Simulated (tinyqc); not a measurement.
# Changing the pattern density around the test line

Model: electron-beam lithography: double-Gaussian proximity function, edge placement and dose correction for parallel lines. Computed by tinyqc, a small Python program. Command: `OMP_NUM_THREADS=1 python tinyqc.py 3111628 3111629 out.jsonl proximity sweep`. One thread of a shared host (Intel(R) Xeon(R) Processor @ 2.30GHz), about 0.01 s of CPU time with the checks.

Lines are infinitely long. Absorbed energy is counted so that the middle of a very large area written at dose 1 receives 1; the resist develops where it exceeds 1/2.

Inputs (values chosen for the exercise, of the order of those for 100 keV electrons in resist on silicon):
```
quantity                value               unit
forward range alpha     0.013         micrometre
backscatter ratio eta    0.99                  -
base dose D0               34  microcoulomb/cm^2
beam current               18                 nA
pixel size                 10                 nm
width of the test line  0.087         micrometre
```

Constants: e = 1.602176634e-19 C.

Method. A test line of width w << beta in surroundings of density rho, all at dose d: near its edge E(x) = d [S + eta rho]/(1 + eta), S = [erf((b - x)/alpha) - erf((a - x)/alpha)]/2 for edges a and b, the second term being the background energy. Dose to size d_s = (1 + eta)/(erf(w/alpha) + 2 eta rho), dose = d_s D0; edge slope d [1 - exp(-w^2/alpha^2)]/(sqrt(pi) alpha (1 + eta)); width change per 1 % of dose = 2 x 0.01 x (1/2)/slope. With dose = d_s D0: electrons per pixel N = dose x pixel area/e; relative noise 1/sqrt(N); time per cm^2 of pattern area = dose x density/current; pixel rate = current/(dose x pixel area).

One run for each value; columns: (1) pattern density around the test line; (2) dose to size d_s; (3) width change per 1 % of dose (nm); (4) background energy; (5) writing time per cm^2 (h):
```
(1)     (2)      (3)      (4)      (5)
0.0  1.9900  0.23042  0.00000  0.00000
0.1  1.6611  0.27604  0.08264  0.08716
0.2  1.4255  0.32166  0.14183  0.14959
0.3  1.2484  0.36729  0.18632  0.19651
0.4  1.1105  0.41291  0.22098  0.23307
0.5  1.0000  0.45853  0.24874  0.26235
0.6  0.9095  0.50416  0.27148  0.28633
0.7  0.8340  0.54978  0.29044  0.30633
0.8  0.7701  0.59540  0.30650  0.32326
0.9  0.7153  0.64103  0.32027  0.33779
```

Describe and explain the trends.

Over the rows, dose to size d_s falls from 1.99 to 0.715; width change per 1 % of dose (nm) rises from 0.230 to 0.641; background energy rises from 0 to 0.320. For w well above alpha d_s is 1 at rho = 1/2 and 1 + eta = 1.99 at rho = 0; a lower dose over a higher background flattens the edge.
